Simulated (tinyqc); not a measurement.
Three-level Kane dispersion of a narrow-gap semiconductor, step by step. Values are carried at full precision from step to step, so a last printed digit may differ when a step is redone from the rounded ones.

Zero of energy at Gamma8, c = hbar^2/2m0, P^2 = Ep c. The free-electron term and remote bands are left out, so the heavy holes are flat at E = 0 and the other three bands obey E (E - Eg)(E + Dso) = P^2 k^2 (E + 2 Dso/3). The conduction band is the highest root; its edge is Ec = max(Eg, 0).

Constants: hbar^2/2m0 = 3.80998211 eV angstrom^2; hbar = 6.58211957e-16 eV s; e^2/(4 pi eps0) = 14.39964547 eV angstrom; muB = 5.788381798e-05 eV/T.

Inputs chosen for the exercise (near those of InAs; shifted at random, so the results belong to these values and not to a real crystal):
```
symbol  value    unit        meaning
Eg      0.417    eV          E(Gamma6) - E(Gamma8)
Dso     0.4      eV          spin-orbit splitting
Ep      22.6     eV          Kane energy
k       0.007    1/angstrom  wave vector
n       1.1e+18  cm^-3       electron density
eps     12.7                 high-frequency dielectric constant
B       0.8      T           magnetic field
```

## The three bands at one k

Expand the equation into E^3 + a2 E^2 + a1 E + a0 = 0 and give its roots; compare with the two-level form (Dso to infinity) E = Eg/2 +/- sqrt(Eg^2/4 + (2/3) P^2 k^2).

P^2 k^2 = 0.004219 eV^2

a2, a1, a0: -0.017000  -0.171019  -0.001125

roots (eV): -0.4017  -0.0066  0.4253

two-level form (eV): -0.0066  0.4236

The two-level form misses the highest root by -1.7 meV. The order is normal: Gamma6 forms the conduction band.

## Mass at the edge and limiting velocity

m0* = Eg (Eg + Dso)/(Ep (Eg + 2 Dso/3)). In the two-level form the velocity tends to v = sqrt(2/3) P/hbar, and |Eg| = 2 m v^2 with m = 3 |Eg|/(2 Ep), as for a relativistic particle. 1 angstrom = 1e-10 m.

m0* = 0.02205 m0
P = 9.2793 eV angstrom
v = 1.151e+06 m/s
k at which the linear part sets in, |Eg|/(2 hbar v) = 0.02752 1/angstrom

## Fermi level and mass at a given density

Degenerate electrons at T = 0: kF = (3 pi^2 n)^(1/3), 1 cm^-3 = 1e-24 angstrom^-3; EF is the highest root at kF. The momentum (cyclotron, optical) mass is m(E) = hbar^2 k/(dE/dk) = c d(k^2)/dE with d(k^2)/dE = k^2 [1/E + 1/(E - Eg) + 1/(E + Dso) - 1/(E + 2 Dso/3)]; the density of states is k d(k^2)/dE/(2 pi^2).

Edge mass m0* = Eg (Eg + Dso)/(Ep (Eg + 2 Dso/3)).

Compare EF - Ec with the parabolic value c kF^2/m0*.

kF = 0.03194 1/angstrom
EF - Ec = 0.1365 eV
parabolic value = 0.1762 eV
m(EF) = 0.03483 m0
m(EF)/m0* = 1.580
density of states at EF = 1.479e+19 1/(eV cm^3)

The parabola overstates EF - Ec by a factor of 1.29; (EF - Ec)/|Eg| = 0.33, and the two-level rule 1 + 2 (EF - Ec)/|Eg| = 1.655 estimates the mass ratio.

## Plasma and cyclotron energies

hbar wp = sqrt(8 pi c (e^2/4 pi eps0) n/(eps m)), hbar wc = 2 muB B/m (classical limit), with m = m(EF) and, for comparison, the edge mass; n in angstrom^-3.

hbar wp with m(EF), with m0* (meV): 58.56  73.60

hbar wc with m(EF), with m0* (meV): 2.66  4.20

EF - Ec = 136.5 meV is 51 times hbar wc, so the classical value applies.

## Checks

- Roots of the cubic against the 8 x 8 Kane matrix without remote terms: they agree to 1e-10 or better.
- m(E) near the edge against m0*: both 0.02205.

Computed by tinyqc, a small Python program: `OMP_NUM_THREADS=1 python tinyqc.py 1080667 1080668 out.jsonl` (the numbers bound the seed that draws the inputs); one thread of a shared host (Intel(R) Xeon(R) Processor @ 2.30GHz), about 0.01 s for the whole set of steps.
